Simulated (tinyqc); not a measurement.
Born-Oppenheimer dynamics on the RHF/sto-3g surface (energies and gradients from PySCF), for BeH2, spin multiplicity 1, step by step. Computed by tinyqc, a small Python program that keeps every step (integrals from PySCF). Settings: charge = 0, multiplicity = 1, basis = sto-3g, time step (fs) = 1.0, steps = 24. Command: `OMP_NUM_THREADS=1 python tinyqc.py 30445 30446 out.jsonl` (the two numbers bound the seeds that draw the settings). One thread of a shared host (Intel(R) Xeon(R) Processor @ 2.60GHz), about 1 s of CPU time with the checks.

## Velocity Verlet step 1

positions (bohr):
```
           x        y        z
1Be   0.0321  -0.0057  -0.0113
2H   -0.1323   2.3962   0.0170
3H    0.0170  -2.3414  -0.0132
```

velocities (bohr per atomic time unit):
```
              x           y           z
1Be   0.0001734  -0.0000661  -0.0000265
2H   -0.0015586  -0.0002311   0.0002715
3H    0.0000084   0.0008219  -0.0000345
```

gradient (hartree/bohr):
```
             x          y          z
1Be   0.003344  -0.019536  -0.000525
2H   -0.001471  -0.007603   0.000202
3H   -0.001872   0.027139   0.000322
```

masses (electron masses): 1Be 16428.2028, 2H 1837.1526, 3H 1837.1526

gradient after step 1 (hartree/bohr):
```
             x          y          z
1Be   0.004789  -0.026751  -0.000773
2H   -0.002140  -0.007260   0.000300
3H   -0.002649   0.034011   0.000473
```

dt = 1 fs = 41.3414 atomic units; x' = x + v dt - g dt^2 / (2m); after the new gradient g', v' = v - (g + g') dt / (2m).

positions after step 1 (bohr):
```
           x        y        z
1Be   0.0391  -0.0074  -0.0124
2H   -0.1960   2.3902   0.0281
3H    0.0182  -2.3200  -0.0148
```

velocities after step 1 (bohr per atomic time unit):
```
              x           y           z
1Be   0.0001631  -0.0000078  -0.0000249
2H   -0.0015180  -0.0000638   0.0002658
3H    0.0000592   0.0001339  -0.0000435
```

## Velocity Verlet step 2

gradient after step 2 (hartree/bohr):
```
             x          y          z
1Be   0.006358  -0.025040  -0.001022
2H   -0.002925  -0.005584   0.000419
3H   -0.003433   0.030624   0.000603
```

As before.

positions after step 2 (bohr):
```
           x        y        z
1Be   0.0456  -0.0063  -0.0134
2H   -0.2578   2.3909   0.0390
3H    0.0219  -2.3303  -0.0168
```

velocities after step 2 (bohr per atomic time unit):
```
              x           y           z
1Be   0.0001491   0.0000573  -0.0000226
2H   -0.0014610   0.0000807   0.0002578
3H    0.0001277  -0.0005933  -0.0000556
```

## Energy conservation

The total energy should stay constant up to terms of order dt^2; the step counts as short enough if it moves by less than 2 % of the largest kinetic energy.

Trajectory:
```
time (fs)  1Be-2H (angstrom)  potential (hartree)  kinetic (hartree)  total (hartree)
0.0000                1.2741           -15.559705           0.003259       -15.556446
1.0000                1.2750           -15.558824           0.002431       -15.556393
2.0000                1.2790           -15.559005           0.002583       -15.556422
3.0000                1.2851           -15.559836           0.003341       -15.556494
4.0000                1.2923           -15.560244           0.003717       -15.556527
5.0000                1.2996           -15.559695           0.003196       -15.556499
6.0000                1.3060           -15.558565           0.002120       -15.556445
7.0000                1.3104           -15.557653           0.001246       -15.556407
8.0000                1.3120           -15.557557           0.001153       -15.556404
9.0000                1.3104           -15.558322           0.001884       -15.556438
10.0000               1.3055           -15.559427           0.002938       -15.556489
11.0000               1.2979           -15.560096           0.003575       -15.556520
12.0000               1.2884           -15.559886           0.003390       -15.556496
13.0000               1.2786           -15.559193           0.002762       -15.556430
14.0000               1.2702           -15.558972           0.002573       -15.556399
15.0000               1.2651           -15.559676           0.003235       -15.556441
16.0000               1.2652           -15.560707           0.004205       -15.556503
17.0000               1.2711           -15.561157           0.004636       -15.556522
18.0000               1.2822           -15.560715           0.004220       -15.556496
19.0000               1.2964           -15.559764           0.003310       -15.556453
20.0000               1.3106           -15.558950           0.002526       -15.556423
21.0000               1.3218           -15.558745           0.002324       -15.556421
22.0000               1.3273           -15.559185           0.002737       -15.556448
23.0000               1.3256           -15.559846           0.003357       -15.556489
24.0000               1.3164           -15.560102           0.003590       -15.556513
```

The total energy moves within 1.3e-04 hartree; that is over 2 % of the largest kinetic energy, so the time step is too long.
